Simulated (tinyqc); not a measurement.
Strain-driven crossing of the Gamma and L valleys in a germanium-like crystal: sweeps and comparisons. A value that a table varies takes the place of the one given here.

Biaxial loads: e0 is the in-plane strain e_par and the normal is free. (001): e_perp = -2 (C12/C11) e_par; exx = eyy = e_par, ezz = e_perp, no shear. (111): e_perp = -(2 C11 + 4 C12 - 4 C44)/(C11 + 2 C12 + 4 C44) e_par; exx = eyy = ezz = (2 e_par + e_perp)/3 and exy = eyz = ezx = (e_perp - e_par)/3. (110): e_perp = -(C11 + 3 C12 - 2 C44)/(C11 + C12 + 2 C44) e_par; exx = eyy = (e_par + e_perp)/2, ezz = e_par, exy = (e_perp - e_par)/2, eyz = ezx = 0. Uniaxial loads: a stress along n, scaled so that n.e.n = e0, with exx = s11 sxx + s12 (syy + szz), exy = s44 sxy/2, s11 = (C11 + C12)/((C11 - C12)(C11 + 2 C12)), s12 = -C12/((C11 - C12)(C11 + 2 C12)), s44 = 1/C44.

Edges from the unstrained valence top: Gamma at Eg + ac tr(e); an L valley with unit axis u at EgL + aL tr(e) + XuL (u.e.u - tr(e)/3), u along [111], [1-1-1], [-11-1], [-1-11]; valence edges are the levels of the 6 x 6 matrix of X, Y, Z times spin with -Dso/3 + l exx + m (eyy + ezz) on the diagonal (cyclic), n exy off it, l = av + 2 b, m = av - b, n = sqrt(3) d. Spin-orbit term (Dso/3) L.sigma on X, Y, Z with (L_k)_ij = -i epsilon_kij: <X+|H|Y+> = -i Dso/3, <X+|H|Z-> = Dso/3, <Y+|H|Z-> = -i Dso/3, <Z+|H|X-> = -Dso/3, <Z+|H|Y-> = i Dso/3, <X-|H|Y-> = i Dso/3, and their conjugates; + and - are the spin along z.

Constants: kB = 8.617333262e-05 eV/K.

Parameters, chosen for this exercise (near those of Ge, gaps at low temperature; shifted at random, so the results belong to these values and not to a real crystal):
```
symbol  value          unit  meaning
Eg      0.898          eV    gap at Gamma to the s-like level
EgL     0.741          eV    gap to L
Dso     0.294          eV    spin-orbit splitting
ac      -8.13          eV    conduction deformation potential
av      1.24           eV    valence hydrostatic potential
b       -2.53          eV    tetragonal shear potential
d       -5.27          eV    trigonal shear potential
aL      -1.52          eV    hydrostatic potential of the L edge, Xd + Xu/3
XuL     15.83          eV    uniaxial potential, L
C11     128.3          GPa
C12     49.2           GPa
C44     66.1           GPa
load    biaxial (111)        kind of strain
mG      0.041          m0    mass at Gamma
mL      0.548          m0    density-of-states mass of the four L valleys together
T       300            K     temperature
e0      0.0086               size of the strain
```

## Which strain makes the gap direct

For tension the difference Gamma minus lowest L is linear in e0; slope per 1 % and the e0 at which it vanishes (a dash: no crossing below 15 %), with the gap there.

Results:
```
load            slope (meV per 1 %)  crossing e0 (%)  gap at the crossing (eV)
biaxial (001)                 -81.5             1.93                     0.554
biaxial (110)                 -24.3             6.47                    -0.507
biaxial (111)                  39.4                -                         -
uniaxial [100]                -29.5             5.33                     0.503
uniaxial [111]                 -3.9                -                         -
uniaxial [110]                 14.6                -                         -
```

What does this show, and why?

The smallest strain is needed for biaxial (001) (1.93 %), then uniaxial [100] (5.33 %). No crossing below 15 % is found for biaxial (111), uniaxial [111] and uniaxial [110]: shear splits the L valleys and pulls the lowest down nearly as fast as, or faster than, Gamma. Loads without off-diagonal strain, (001) and [100], gain (ac - aL) tr(e) = -66 meV per 1 % of volume. Crossings beyond about 3 % are sensitive to second-order terms, left out here. For uniaxial [111] the slope is a near cancellation, so terms beyond this linear model decide. A gap at or below zero marks a crossing beyond the range of this linear model.

## Sweep of a biaxial (111) strain

The valence splitting is the distance of the top two edges. Share in Gamma = mG^(3/2)/(mG^(3/2) + (mL^(3/2)/4) sum_i exp(-(E_Li - E_Gamma)/kT)).

Results:
```
e0 (%)  direct gap (eV)  indirect gap (eV)  Gamma - L (meV)  valence splitting (meV)  share in Gamma (%)
0.00              0.898              0.741              157                        0             0.00472
0.34              0.831              0.661              170                       30             0.00912
0.69              0.759              0.575              184                       63             0.00648
1.03              0.688              0.490              198                       98             0.00392
1.37              0.615              0.404              211                      133             0.00234
1.71              0.541              0.316              224                      171             0.00139
2.06              0.463              0.225              238                      210            0.000818
2.40              0.387              0.136              252                      249            0.000487
```

How do the results move?

The gap stays indirect over the sweep. The direct gap goes from 0.898 to 0.387 eV; of that change -0.147 eV comes from the rise of the valence top through the shear terms and the rest from the volume. The share in Gamma goes from 0.00472 to 0.000487 %, with a peak of 0.00912 % at e0 = 0.34 % among these rows.

## What each parameter does

Direct gap, Gamma minus the lowest L edge and the valence splitting. Each row changes one parameter from the base and keeps the others.

Results:
```
case              direct gap (eV)  Gamma - L (meV)  valence splitting (meV)
base                       0.7238            190.9                     80.2
b = -2.1505 eV             0.7238            190.9                     80.2
C44 = 76.015 GPa           0.7193            175.6                     73.8
Dso = 0.3381 eV            0.7247            190.9                     79.4
XuL = 18.2045 eV           0.7238            209.7                     80.2
d = -4.4795 eV             0.7313            190.9                     67.3
av = 1.426 eV              0.7213            190.9                     80.2
ac = -6.9105 eV            0.7408            207.8                     80.2
```

What can be read from the table?

The largest shifts from the base row, up to three for each result and ties (the steps differ in size, so this ranks the rows, not the parameters). direct gap (eV): ac +0.0169, d +0.0075, C44 -0.0046; unchanged at the printed digits by b and XuL. Gamma - L (meV): XuL +18.9, ac +16.9, C44 -15.3; unchanged at the printed digits by b, Dso, d and av. valence splitting (meV): d -12.9, C44 -6.5, Dso -0.9; unchanged at the printed digits by b, XuL, av and ac.

Program tinyqc; command `OMP_NUM_THREADS=1 python tinyqc.py 1081114 1081115 out.jsonl`; about 0.01 s on one thread of a shared Intel(R) Xeon(R) Processor @ 2.30GHz.
